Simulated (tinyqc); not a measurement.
Inside a calculation. Model: one level coupled to a phonon between two leads, self-consistent Born approximation.

Program tinyqc, `OMP_NUM_THREADS=1 python tinyqc.py 2720004 2720005 out.jsonl`; Intel Xeon 2.30GHz, shared host, one thread, about 0.04 s. Printed values are rounded.

Wide-band leads with mu_L = +V/2 and mu_R = -V/2; phonons in equilibrium, Nq = 1/(exp(w0/kB T) - 1). Scattering links only energies that differ by w0, so a ladder E_k = E1 + k w0 closes on itself; terms that reach past its ends are dropped. Gn and Gp are the electron and hole parts of the spectral function A = Gn + Gp.

Parameters, values chosen for the exercise: temperature of leads and phonons T = 150 K; phonon energy w0 = 50 meV; level ed = -48 meV; coupling to the left lead GL = 39 meV; coupling to the right lead GR = 15 meV; electron-phonon matrix element M = 11 meV; bias V = 146 mV; rungs of the ladder shown nr = 6; lowest rung E1 = -85 meV.

Constants: q = 1.602176634e-19 C, kB = 1.380649e-23 J/K, Vt = kB T/q. Results are converted to the units shown.

Range of the model: The self-consistent Born approximation keeps only non-crossing phonon lines and no Hartree shift; it is rough once the coupling nears the phonon energy.

## The ladder and the first Green functions

|G|^2 = 1/[(E - ed)^2 + (GL + GR + Sin + Sout)^2/4], Gn = |G|^2 (GL fL + GR fR + Sin), Gp = |G|^2 (GL (1 - fL) + GR (1 - fR) + Sout), f = 1/(1 + exp((E - mu)/kB T)). On a single ladder the real part of the phonon self-energy, which needs all energies, is left out. At the start Sin = Sout = 0.

```
rung  E (meV)          fL          fR  Gn (1/meV)  Gp (1/meV)
0         -85    0.999995    0.716743   0.0237135  0.00202529
1         -35    0.999765   0.0502203   0.0442585   0.0158751
2          15    0.988872  0.00110370  0.00821255  0.00328170
3          65    0.649970  2.30884e-5  0.00187800  0.00212260
4         115   0.0373533  4.82478e-7  5.33660e-5  0.00192480
5         165  8.10185e-4  1.00821e-8  6.85439e-7  0.00117073
```

Nq = 0.0213425

## Iteration 1: scattering functions

Sin(E) = M^2 [(Nq + 1) Gn(E + w0) + Nq Gn(E - w0)], Sout(E) = M^2 [(Nq + 1) Gp(E - w0) + Nq Gp(E + w0)]. Nq = 1/(exp(w0/kB T) - 1).

```
rung   Sin (meV)  Sout (meV)
0        5.46957   0.0409966
1        1.07617    0.258765
2       0.346382     1.96737
3      0.0278035    0.410532
4     0.00493452    0.265339
5     1.37815e-4    0.237872
```

## Iteration 1: Green functions

|G|^2 = 1/[(E - ed)^2 + (GL + GR + Sin + Sout)^2/4], Gn = |G|^2 (GL fL + GR fR + Sin), Gp = |G|^2 (GL (1 - fL) + GR (1 - fR) + Sout), f = 1/(1 + exp((E - mu)/kB T)). On a single ladder the real part of the phonon self-energy, which needs all energies, is left out.

```
rung  Gn after iteration 1 (1/meV)  Gp after iteration 1 (1/meV)
0                        0.0244948                    0.00190299
1                        0.0436820                     0.0155322
2                       0.00817524                    0.00365088
3                       0.00187840                    0.00215112
4                       5.35325e-5                    0.00193400
5                       6.88332e-7                    0.00117573
```

## Iteration 2: scattering functions

As before.

```
rung   Sin (meV)  Sout (meV)
0        5.39832   0.0401109
1        1.07357    0.244604
2       0.344944     1.92506
3      0.0277278    0.456180
4     0.00493593    0.268877
5     1.38245e-4    0.239009
```

## Iteration 2: Green functions

As before.

```
rung  Gn after iteration 2 (1/meV)  Gp after iteration 2 (1/meV)
0                        0.0244865                    0.00190440
1                        0.0437009                     0.0155247
2                       0.00817705                    0.00364294
3                       0.00187822                    0.00215430
4                       5.35323e-5                    0.00193413
5                       6.88341e-7                    0.00117575
```

## Course of the iteration

Repeat until no Sin or Sout changes by more than 1e-9 meV.

Course of the iteration:
```
iteration  largest Sin + Sout (meV)  largest change (meV)
1                           5.51057                  5.47
2                           5.43844                0.0712
3                           5.44075               2.34e-3
4                           5.44072               3.04e-5
5                           5.44072               1.20e-6
6                           5.44072               2.44e-8
7                           5.44072              8.28e-10
```

Converged in 7 iterations; the change shrinks by about 0.024 a step.

## Currents on the rungs

```
rung  converged Gn (1/meV)  converged Gp (1/meV)
0                0.0244868            0.00190434
1                0.0437006             0.0155247
2               0.00817710            0.00364277
3               0.00187823            0.00215423
4               5.35323e-5            0.00193414
5               6.88341e-7            0.00117575
```

Spectral currents into the level: iL = GL [fL Gp - (1 - fL) Gn], iR = GR [fR Gp - (1 - fR) Gn].

```
rung        iL         iR     iL + iR
0     0.074264  -0.083567  -0.0093029
1     0.604920  -0.610895  -0.0059744
2     0.136938  -0.122461   0.0144773
3     0.028967  -0.028172   0.0007952
4     0.000808  -0.000803   0.0000049
5     0.000010  -0.000010   0.0000000
```

sum of iL = 0.845908

On a single rung iL + iR need not vanish (largest 0.014), since phonons move electrons between rungs; summed over the ladder it does.
